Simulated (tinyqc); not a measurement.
Changing the particle radius R: a particle near a wafer in liquid: double-layer and van der Waals forces (DLVO), deposition barrier and removal. Computed by tinyqc, a small Python program. Command: `OMP_NUM_THREADS=1 python tinyqc.py 3112059 3112060 out.jsonl dlvo sweep`. One thread of a shared host (Intel(R) Xeon(R) Processor @ 2.30GHz), about 0.01 s of CPU time with the checks.

Sphere and flat wall, Derjaguin approximation, constant potentials in the linear-superposition form, no retardation and no hydration force.

Inputs (values chosen for the exercise, of the order of those for silica on silicon in water): Hamaker constant A = 1.4e-20 J; potential of the particle psi_1 = 28 mV; potential of the wafer psi_2 = -52 mV; salt concentration c = 0.16 mol/L; valence z of the symmetric salt = 2; temperature T = 323 K; dielectric constant of the liquid = 69.9; contact distance h0 = 0.4 nm; contact radius over R = 0.11; viscosity = 0.9 mPa s.

Constants: e = 1.602176634e-19 C; N_A = 6.02214076e+23 1/mol; eps_0 = 8.8541878128e-12 F/m; k_B = 1.380649e-23 J/K; k_B = 8.617333262e-05 eV/K.

Method. kappa^2 = 2 z^2 e^2 N_A (1000 c)/(eps eps_0 k_B T); gamma_i = tanh(z e psi_i/(4 k_B T)); Z = 64 pi eps eps_0 (k_B T/(z e))^2 gamma_1 gamma_2. Adhesion F_a = A R/(6 h0^2) [1 + a^2/(R h0)] - kappa Z R exp(-kappa h0), a the contact radius. Drag in a shear flow F_d = 1.7 x 6 pi mu R^2 G, acting at 1.4 R; rolling starts when 1.4 R F_d = a F_a. Wall shear stress = mu G.

One run for each value:
```
particle radius R (nm)  wall shear stress for rolling (Pa)  net adhesion F_a (pN)     kappa R
5                                                    11923             1.2156e+02  1.3388e+01
11                                                    6009             2.9655e+02  2.9453e+01
22                                                    3546             6.9986e+02  5.8906e+01
47                                                    2235             2.0135e+03  1.2584e+02
100                                                   1624             6.6221e+03  2.6775e+02
210                                                   1340             2.4097e+04  5.6228e+02
450                                                   1202             9.9280e+04  1.2049e+03
950                                                   1139             4.1914e+05  2.5437e+03
2000                                                  1109             1.8088e+06  5.3551e+03
```

Describe and explain the trends.

Over the rows, wall shear stress for rolling (Pa) falls from 11900 to 1110 (exponent d ln y / d ln x -0.87 between the first rows and -0.036 between the last); net adhesion F_a (pN) rises from 122 to 1.81e6 (exponent d ln y / d ln x 1.1 between the first rows and 2.0 between the last); kappa R rises from 13.4 to 5360 (exponent d ln y / d ln x about 1.0 throughout). At the high end the exponent of wall shear stress for rolling is -0.04, close to 0: the flattened contact adds adhesion as R^2. The smallest particle needs 10.8 times the shear stress of the largest.

Extremes, crossings and ranges named in words are read from the listed rows.
